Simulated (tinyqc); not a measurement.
Hueckel theory of the pi electrons, for the molecule Clc1cccc(-c2ccccc2)c1 (SMILES; centres numbered as the heavy atoms are written), step by step. Computed by tinyqc, a small Python program that keeps every step. Settings: charge = 0. Command: `OMP_NUM_THREADS=1 python tinyqc.py 24996 24997 out.jsonl` (the two numbers bound the seeds that draw the settings). One thread of a shared host (Intel(R) Xeon(R) Processor @ 2.60GHz), about 0.01 s of CPU time with the checks.

## The Hueckel matrix

Centres:
```
centre  z_r, pi electrons of the neutral centre         h
1Cl                                           2  2.000000
2C                                            1  0.000000
3C                                            1  0.000000
4C                                            1  0.000000
5C                                            1  0.000000
6C                                            1  0.000000
7C                                            1  0.000000
8C                                            1  0.000000
9C                                            1  0.000000
10C                                           1  0.000000
11C                                           1  0.000000
12C                                           1  0.000000
13C                                           1  0.000000
```

Bonds:
```
i    j         k
1    2  0.400000
2    3         1
3    4         1
4    5         1
5    6         1
6    7         1
7    8         1
8    9         1
9   10         1
10  11         1
11  12         1
6   13         1
13   2         1
12   7         1
```

H_rr = alpha + h_r beta, H_rs = k_rs beta for bonded centres.

Hueckel matrix in units of beta (H = alpha + beta A), lower triangle:
```
          1Cl        2C        3C        4C        5C        6C        7C        8C
1Cl  2.000000
2C   0.400000  0.000000
3C   0.000000  1.000000  0.000000
4C   0.000000  0.000000  1.000000  0.000000
5C   0.000000  0.000000  0.000000  1.000000  0.000000
6C   0.000000  0.000000  0.000000  0.000000  1.000000  0.000000
7C   0.000000  0.000000  0.000000  0.000000  0.000000  1.000000  0.000000
8C   0.000000  0.000000  0.000000  0.000000  0.000000  0.000000  1.000000  0.000000
9C   0.000000  0.000000  0.000000  0.000000  0.000000  0.000000  0.000000  1.000000
10C  0.000000  0.000000  0.000000  0.000000  0.000000  0.000000  0.000000  0.000000
11C  0.000000  0.000000  0.000000  0.000000  0.000000  0.000000  0.000000  0.000000
12C  0.000000  0.000000  0.000000  0.000000  0.000000  0.000000  1.000000  0.000000
13C  0.000000  1.000000  0.000000  0.000000  0.000000  1.000000  0.000000  0.000000

           9C       10C       11C       12C       13C
9C   0.000000
10C  1.000000  0.000000
11C  0.000000  1.000000  0.000000
12C  0.000000  0.000000  1.000000  0.000000
13C  0.000000  0.000000  0.000000  0.000000  0.000000
```

## Orbitals

pi electrons, sum of z_r less the charge = 14

Diagonalise; E = alpha + x beta with beta < 0, so the largest x are filled first; degenerate levels share their electrons. P = sum n_i c_ri c_si; each orbital has its largest coefficient positive (the first on a tie).

x values: 2.312362  2.111784  1.827663  1.301374  1.000000  0.961042  0.701924  -0.705732  -1.000000  -1.013175  -1.321612  -1.895548  -2.280083

occupations: 2.000000  2.000000  2.000000  2.000000  2.000000  2.000000  2.000000  0.000000  0.000000  0.000000  0.000000  0.000000  0.000000

coefficients:
```
          MO1        MO2        MO3        MO4        MO5        MO6        MO7        MO8
1Cl  0.373302   0.777902   0.436607  -0.136877   0.000000  -0.190523  -0.048063   0.019737
2C   0.291513   0.217393  -0.188109   0.239064   0.000000   0.494864   0.155974  -0.133509
3C   0.217784   0.115946  -0.280469   0.446342   0.000000   0.032309   0.406521   0.394086
4C   0.212083   0.027459  -0.324494   0.341794   0.000000  -0.463813   0.129373  -0.144610
5C   0.272629  -0.057959  -0.312596  -0.001540   0.000000  -0.478053  -0.315711  -0.292030
6C   0.418333  -0.149855  -0.246827  -0.343798   0.000000   0.004384  -0.350978   0.350705
7C   0.387731  -0.290485   0.099454  -0.365391   0.000000  -0.037219   0.347165   0.352286
8C   0.239120  -0.231793   0.214297  -0.065856   0.500000  -0.020076   0.297331  -0.299662
9C   0.165201  -0.199012   0.292210   0.279687   0.500000   0.017925  -0.138462  -0.140805
10C  0.142885  -0.188478   0.319763   0.429834   0.000000   0.037303  -0.394521   0.399033
11C  0.165201  -0.199012   0.292210   0.279687  -0.500000   0.017925  -0.138462  -0.140805
12C  0.239120  -0.231793   0.214297  -0.065856  -0.500000  -0.020076   0.297331  -0.299662
13C  0.306979   0.031982  -0.237974  -0.080480   0.000000   0.519485  -0.277814  -0.307759

           MO9       MO10       MO11       MO12       MO13
1Cl   0.000000   0.065703  -0.036127   0.033647  -0.020011
2C    0.000000  -0.494933   0.299997  -0.327685   0.214117
3C    0.000000  -0.013843  -0.434633   0.340551  -0.185909
4C    0.000000   0.508959   0.274419  -0.317847   0.209770
5C    0.000000  -0.501821   0.071958   0.261942  -0.292385
6C    0.000000  -0.000526  -0.369519  -0.178677   0.456892
7C    0.000000   0.013338   0.363800  -0.190383  -0.455076
8C    0.500000  -0.006494  -0.055641   0.269779   0.290359
9C   -0.500000  -0.006759  -0.290264  -0.320996  -0.206967
10C   0.000000   0.013341   0.439257   0.338684   0.181544
11C   0.500000  -0.006759  -0.290264  -0.320996  -0.206967
12C  -0.500000  -0.006494  -0.055641   0.269779   0.290359
13C   0.000000   0.489016   0.052604   0.267132  -0.294292
```

charge and bond-order matrix P, lower triangle:
```
           1Cl         2C         3C         4C         5C         6C         7C         8C
1Cl   1.984912
2C    0.122603   0.987989
3C   -0.075498   0.655103   1.010122
4C   -0.011559   0.002400   0.661095   0.999426
5C    0.053340  -0.321010  -0.008297   0.676041   1.007226
6C   -0.010165   0.002077  -0.306063  -0.000496   0.618268   0.999570
7C    0.005226  -0.040901  -0.000588  -0.041459   0.000410   0.369587   1.000053
8C    0.002128  -0.000596   0.111852   0.000159  -0.145070   0.000139   0.618785   0.999951
9C   -0.001208   0.008129   0.000152   0.008241  -0.000112  -0.041347  -0.000013   0.676609
10C  -0.001293   0.000423  -0.095483  -0.000120   0.111964  -0.000105  -0.306914   0.000039
11C  -0.001208   0.008129   0.000152   0.008241  -0.000112  -0.041347  -0.000013  -0.323391
12C   0.002128  -0.000596   0.111852   0.000159  -0.145070   0.000139   0.618785  -0.000049
13C  -0.078064   0.671418   0.010466  -0.322378  -0.008562   0.619636  -0.000616  -0.145475

            9C       10C       11C        12C       13C
9C    1.000003
10C   0.660132  0.999967
11C   0.000003  0.660132  1.000003
12C  -0.323391  0.000039  0.676609   0.999951
13C   0.000159  0.112257  0.000159  -0.145475  1.010826
```

## Energy, charges, bond orders

E = sum n x; q_r = z_r - P_rr; bond order p = P_rs; free valence = sqrt(3) - sum of p over the bonds of the atom.

pi energy = 14 alpha + this times beta = 20.432300

pi charges: 1Cl 0.015088, 2C 0.012011, 3C -0.010122, 4C 0.000574, 5C -0.007226, 6C 0.000430, 7C -0.000053, 8C 0.000049, 9C -0.000003, 10C 0.000033, 11C -0.000003, 12C 0.000049, 13C -0.010826

Bond orders and lengths from R = 1.517 - 0.180 p (angstrom, C-C alone):
```
bond          p         R
1-2    0.122603         -
2-3    0.655103  1.399082
3-4    0.661095  1.398003
4-5    0.676041  1.395313
5-6    0.618268  1.405712
6-7    0.369587  1.450474
7-8    0.618785  1.405619
8-9    0.676609  1.395210
9-10   0.660132  1.398176
10-11  0.660132  1.398176
11-12  0.676609  1.395210
6-13   0.619636  1.405466
13-2   0.671418  1.396145
12-7   0.618785  1.405619
```

free valence of the carbons: 2C 0.282927, 3C 0.415853, 4C 0.394915, 5C 0.437742, 6C 0.124560, 7C 0.124894, 8C 0.436657, 9C 0.395311, 10C 0.411788, 11C 0.395311, 12C 0.436657, 13C 0.440997

gap between the highest filled and the next level = 1.407656 |beta|
